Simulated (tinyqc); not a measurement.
# Precursor delivery and alloy composition in metal-organic vapour-phase epitaxy, step by step

A worked calculation. Computed by tinyqc, a small Python program that keeps every step. Command: `OMP_NUM_THREADS=1 python tinyqc.py 3008823 3008824 out.jsonl movpe walk`. One thread of a shared host (Intel(R) Xeon(R) Processor @ 2.30GHz), about 0.01 s of CPU time with the checks. Intermediate numbers are printed to about 6 digits and carried at full precision; extremes and crossings named in words are read from the listed rows.

Carrier gas leaves each bubbler saturated. Group-III species cross a boundary layer and react at the surface; element 2 can also desorb. The film is (1)_(1-x) (2)_x V with a zinc-blende cell.

Inputs (values chosen for the exercise, close to those used for InGaAs from TMGa and TMIn): source 1: a in log10(p/torr) = a - b/T = 8.07; source 1: b = 1703 K; source 1: bath temperature = -9 C; source 1: carrier flow = 3.2 sccm; source 2: a = 10.52; source 2: b = 3014 K; source 2: bath temperature = 15 C; source 2: carrier flow = 63 sccm; bubbler pressure p_b = 600 torr; group-V hydride flow = 210 sccm; total flow = 22 slm; reactor pressure p = 200 torr; diffusivity D0 at 273.15 K and 760 torr = 0.37 cm^2/s; boundary layer delta = 0.82 cm; prefactor of the surface rate k_s = 4.1e+13 cm/s; energy of k_s = 1.91 eV; prefactor of the loss of element 2 = 6.3e+15 layers/s; energy of the loss = 3.2 eV; lattice constant a = 5.75 angstrom; growth temperature T = 670 C.

Constants: k_B = 1.380649e-23 J/K; k_B = 8.617333262e-05 eV/K.

## Molar flows

Temperatures in kelvin are T(C) + 273.15. Vapour pressure p_v = 10^(a - b/T); precursor flow = carrier flow x p_v/(p_b - p_v); 1 sccm = 44.615 micromol/min; V/III = hydride flow over the sum of both; gas share x_g = F2/(F1 + F2).

vapour pressures (torr): source 1 41.9668, source 2 1.14860

molar flows (micromol/min): F1 10.7368, F2 5.39104

V/III ratio = 580.929

gas share x_g = 0.334268

The slope of F2 with the temperature of bath 2 is b ln(10)/T^2 x p_b/(p_b - p_v) = 8.4 % per kelvin.

## Transport to the surface

Partial pressure p_i = p F_i/(44615 x total flow in slm); density n_i = p_i/(k_B T), 1 torr = 133.322 Pa; D = D0 (T/273.15)^1.75 (760/p), h = D/delta, the same for both; k_s = prefactor x exp(-energy/(k_B T)); arrival J_i = n_i/(1/h + 1/k_s); in layers per second g_i = J_i a^2/2 (two group-III sites per a^2 on (001)).

densities (1/cm^3): n1 2.23996e+13, n2 1.12470e+13

h = 14.9964 cm/s

k_s = 2550.26 cm/s

arrival rates (layers/s): g1 0.552059, g2 0.277193

Growth is transport-limited.

## Composition and growth rate

Loss of element 2 is r x with r = prefactor x exp(-energy/(k_B T)). Then x = (g2 - r x)/(g1 + g2 - r x), or r x^2 - (g1 + g2 + r) x + g2 = 0, smaller root; growth rate G = g1/(1 - x) layers/s; one layer is a/2 thick, 1 angstrom/s = 0.36 um/h. Distribution coefficient = [x/(1 - x)]/[x_g/(1 - x_g)], x_g = g2/(g1 + g2).

loss rate r = 0.0501130 layers/s

solid share x = 0.321095

growth rate G = 0.841621 um/h

distribution coefficient = 0.941950

5.8 % of element 2 is lost again. Caution: the lattice constant is held fixed as x changes, delta does not respond to the flow, both precursors share one D and k_s, and gas-phase side reactions are left out.

## Three regimes over temperature

The formulas are those given above.

Growth:
```
T (C)        k_s/h  r (layers/s)         x  G (um/h)
450    2.12564e-01   3.14699e-07  0.334268  0.124006
500    1.37252e+00   8.71246e-06  0.334264  0.430270
550    7.01703e+00   1.61130e-04  0.334214  0.682262
600    2.95791e+01   2.13354e-03  0.333645  0.787423
650    1.06114e+02   2.13547e-02  0.328476  0.834364
700    3.32227e+02   1.68688e-01  0.293208  0.829993
750    9.26283e+02   1.08880e+00  0.164944  0.730814
800    2.33790e+03   5.90674e+00  0.046889  0.664053
850    5.41416e+03   2.75651e+01  0.011267  0.662530
```

G peaks at 650 C among these rows. Between the first rows the apparent energy is 1.20 eV, against 1.91 eV for k_s, as control is already mixed; k_s passes h between 450 and 500 C, well above which G depends weakly on T until desorption sets in. Among these rows x stays within 2 % of x_g up to 650 C and then falls, to 0.011 in the last row, as element 2 desorbs. Caution: in these rows, too, a is fixed and both precursors share one D and k_s.

Checks made by the program: balance of element 2 (relative difference below 1e-10).
